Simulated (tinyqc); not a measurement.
Two regimes over temperature: microkinetic model of low-temperature epitaxy from hydride gases: adsorption, hydrogen desorption and rate control. Computed by tinyqc, a small Python program. Command: `OMP_NUM_THREADS=1 python tinyqc.py 3013669 3013670 out.jsonl hepi walk`. One thread of a shared host (Intel(R) Xeon(R) Processor @ 2.30GHz), about 0.01 s of CPU time with the checks.

Each hydride molecule needs two free sites and leaves four hydrogen atoms, of which two leave at once as H2; theta is the hydrogen coverage, the site density is 6.78 per nm^2 and one layer is 1.358 angstrom thick.

Inputs (values chosen for the exercise, close to those used for silane and germane on Si(001)):

| quantity | value | unit |
|---|---|---|
| silane pressure p_S | 2 | Pa |
| sticking prefactor of silane s0 | 0.19 | - |
| adsorption barrier E_s | 0.35 | eV |
| desorption prefactor nu_d | 1e+12 | 1/s |
| desorption energy on silicon E_d | 2.09 | eV |
| hydrogen carrier pressure p_H | 6700 | Pa |
| sticking of hydrogen s_H | 1.9e-08 | - |
| germane pressure p_G | 0.16 | Pa |
| sticking ratio of germane to silane r_G | 2.3 | - |
| lowering of E_d per unit germanium fraction, dE | 0.57 | eV |

Film: silicon-germanium. Order of hydrogen desorption: first.

Constants: k_B = 8.617333262e-05 eV/K; u = 1.6605390666e-27 kg; k_B = 1.380649e-23 J/K.

Method:
- Flux per site F = p/(sqrt(2 pi M k_B T) x 6.78e18 per m^2), M = 32.12 u (silane), 76.63 u (germane), 2.016 u (hydrogen); s = s0 exp(-E_s/(k_B T)); k_S = s F_S, k_G = r_G s F_G; germanium fraction x = k_G/(k_S + k_G); k = k_S + k_G; k_H = s_H F_H; k_d = nu_d exp(-(E_d - dE x)/(k_B T)).
- With k the hydride and k_H the hydrogen adsorption rate on free pairs and k_d the desorption rate, steady state: 2 (k + k_H)(1 - theta)^2 = k_d theta; growth rate R = k (1 - theta)^2 layers/s; 1 layer/s = 8.148 nm/min.
- Temperatures in kelvin are T(C) + 273.15.
- Limits: desorption-limited R = k_d k/(2 (k + k_H)), adsorption-limited R = k.

Growth:

| T (C) | theta | G (nm/min) | desorption limit (nm/min) | adsorption limit (nm/min) |
|---|---|---|---|---|
| 400 | 0.99113 | 1.7267e-03 | 1.7421e-03 | 21.95 |
| 450 | 0.97413 | 2.1503e-02 | 2.2074e-02 | 32.14 |
| 500 | 0.93592 | 1.8354e-01 | 1.9611e-01 | 44.69 |
| 550 | 0.86212 | 1.1330e+00 | 1.3142e+00 | 59.59 |
| 600 | 0.74005 | 5.1868e+00 | 7.0087e+00 | 76.76 |
| 650 | 0.57092 | 1.7681e+01 | 3.0970e+01 | 96.04 |
| 700 | 0.38241 | 4.4726e+01 | 1.1696e+02 | 117.26 |
| 750 | 0.22039 | 8.5234e+01 | 3.8674e+02 | 140.24 |
| 800 | 0.11343 | 1.2949e+02 | 1.1417e+03 | 164.75 |
| 850 | 0.05562 | 1.6998e+02 | 3.0562e+03 | 190.59 |

What follows from these numbers?

The apparent activation energy of G is 2.12 eV between the first rows and 0.57 eV between the last; full hydrogen cover gives a value near the desorption energy (plus E_s where k_H far exceeds k), a bare surface one near E_s less k_B T/2 from the flux. The coverage passes one half between 650 and 700 C, the knee of the Arrhenius plot.

Extremes, crossings and ranges named in words are read from the listed rows.
